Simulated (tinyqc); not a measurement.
# Strain-driven roughening and islands of a mismatched epitaxial film, step by step

A worked calculation. Computed by tinyqc, a small Python program that keeps every step. Command: `OMP_NUM_THREADS=1 python tinyqc.py 3001896 3001897 out.jsonl island walk`. One thread of a shared host (Intel(R) Xeon(R) Processor @ 2.30GHz), about 0.01 s of CPU time with the checks. Intermediate numbers are printed to about 6 digits and carried at full precision; extremes and crossings named in words are read from the listed rows.

Film and substrate share isotropic elastic constants; the film is coherent and biaxially strained.

Inputs (values chosen for the exercise, modelled on GaN on AlN):
```
quantity                                      value       unit
misfit |f|                                   0.0244          -
shear modulus G                                 124        GPa
Poisson ratio nu                               0.21          -
surface energy gamma                           1.75      J/m^2
contact angle of the shallow shape theta_1     9.69    degrees
contact angle of the steep shape theta_2       27.5    degrees
facet energy of shape 1 over gamma            1.005          -
facet energy of shape 2 over gamma           0.9911          -
wetting energy gamma_s - gamma                 0.48      J/m^2
decay length of wetting delta                  0.23         nm
surface mobility D_s nu_s Omega^2/(k_B T)   1.6e-32  m^6/(J s)
initial ripple amplitude A0                   0.053         nm
ripple wavelength over the critical one         1.6          -
island volume V                                 120       nm^3
```

Transport: surface diffusion.

Constants: e = 1.602176634e-19 C.

## Elastic energy of the flat film

M = 2 G (1 + nu)/(1 - nu); stress = M f; energy density w = M f^2.

biaxial modulus M = 379.848 GPa

stress = 9.26829 GPa

energy density w = 226.146 MJ/m^3

## Asaro-Tiller-Grinfeld instability

A ripple A cos(k x) has the surface chemical potential per volume [gamma k^2 - 2 (1 + nu) w k] A cos(k x), so k_c = 2 (1 + nu) w/gamma. With surface diffusion the amplitude grows at the rate q = B k^2 [2 (1 + nu) w k - gamma k^2], fastest at k_m = (3/4) k_c. B is the surface mobility.

k_c = 0.312728 1/nm

critical wavelength = 20.0915 nm

fastest wavelength = 26.7887 nm

growth time 1/q at k_m = 0.0354038 s

A ripple of A0 needs about 0.11 s to reach a twentieth of its wavelength.

## A ripple of given wavelength

A ripple A cos(k x) has the surface chemical potential per volume [gamma k^2 - 2 (1 + nu) w k] A cos(k x), so k_c = 2 (1 + nu) w/gamma. With surface diffusion the amplitude grows at the rate q = B k^2 [2 (1 + nu) w k - gamma k^2], fastest at k_m = (3/4) k_c. B is the surface mobility. Stress at the trough = stress x (1 + 2 k A).

k = 0.195455 1/nm

rate q = 24.5187 1/s

q over the largest rate = 0.868056

stress concentration at A0 = 1.02072

The ripple grows.

## Wetting layer

The surface energy depends on thickness as gamma + (gamma_s - gamma) exp(-h/delta). Its curvature adds W2 = (gamma_s - gamma) exp(-h/delta)/delta^2 to the restoring terms; the flat film is stable while W2 > (1 + nu)^2 w^2/gamma, which gives h_c = delta ln[(gamma_s - gamma) gamma/(delta^2 (1 + nu)^2 w^2)], or 0 if negative.

wetting-layer thickness h_c = 1.23209 nm

Layer-by-layer growth up to h_c, then roughening: the Stranski-Krastanov mode.

## Island nucleation

Shallow faceted island (Tersoff form): E = 4 Gam V^(2/3) tan^(1/3)(theta) - 6 c V tan(theta), Gam = gamma [x/sin(theta) - 1/tan(theta)], x the facet energy over gamma, c = stress^2 (1 - nu)/(2 pi G). The barrier is the maximum of E, at V_c = [4 Gam/(9 c)]^3 / tan^2(theta) (1 GPa nm = 1 J/m^2).

c = 0.0871014 GPa

Gam of shape 1 = 0.200321 J/m^2

critical volume, shape 1 = 36.6283 nm^3

barrier, shape 1 = 10.2005 eV

Gam of shape 2 = 0.394492 J/m^2

critical volume, shape 2 = 30.0980 nm^3

barrier, shape 2 = 25.5535 eV

The shallow shape has the lower barrier. Each barrier is a third of the surface term at V_c and scales as Gam^3/c^2, that is as f^(-4).

## Which shape at the volume V

The two energies cross at V_x^(1/3) = 4 [Gam_2 t2^(1/3) - Gam_1 t1^(1/3)]/(6 c (t2 - t1)), t = tan(theta); mu = dE/dV.

E of shape 1 = 0.665548 eV

E of shape 2 = -11.0096 eV

crossing volume V_x = 91.8471 nm^3

jump of mu at V_x, shape 2 less shape 1 = -60.9385 MJ/m^3

At V the steep shape is lower. At V_x the chemical potential drops, so islands that have turned steep grow at the cost of the shallow ones. Caution: the shallow-slope form overstates the relaxation of facets steeper than about 25 degrees.

## Scaling with the misfit

A ripple A cos(k x) has the surface chemical potential per volume [gamma k^2 - 2 (1 + nu) w k] A cos(k x), so k_c = 2 (1 + nu) w/gamma. With surface diffusion the amplitude grows at the rate q = B k^2 [2 (1 + nu) w k - gamma k^2], fastest at k_m = (3/4) k_c. V_c = [4 Gam/(9 c)]^3/tan^2(theta), barrier = (4/3) Gam V_c^(2/3) tan^(1/3)(theta); the growth time is 1/q at k_m.

Misfit scaled at fixed constants:
```
|f| (%)  fastest wavelength (nm)  growth time (s)  V_c of shape 1 (nm^3)  barrier of shape 1 (eV)
0.610                    428.619      2.32023e+03            1.50030e+05              2.61134e+03
0.854                    218.683      1.57219e+02            1.99255e+04              6.79752e+02
1.220                    107.155      9.06338e+00            2.34421e+03              1.63208e+02
1.708                     54.671      6.14138e-01            3.11336e+02              4.24845e+01
2.440                     26.789      3.54038e-02            3.66283e+01              1.02005e+01
3.416                     13.668      2.39898e-03            4.86462e+00              2.65528e+00
```

Halving the misfit stretches the wavelength 4 times, the barrier 16 times, the volume 64 times and the time 256 times: f^(-2), f^(-4), f^(-6), f^(-8). Over these rows the time spans 6.0 decades: strongly mismatched films tend to roughen first, while dilute alloys have time to stay flat. Rows with wavelengths under 10 nm or volumes under 5 nm^3 are beyond the continuum picture.

Checks made by the program: k_m against a numerical maximum of the rate (relative difference 5e-10).
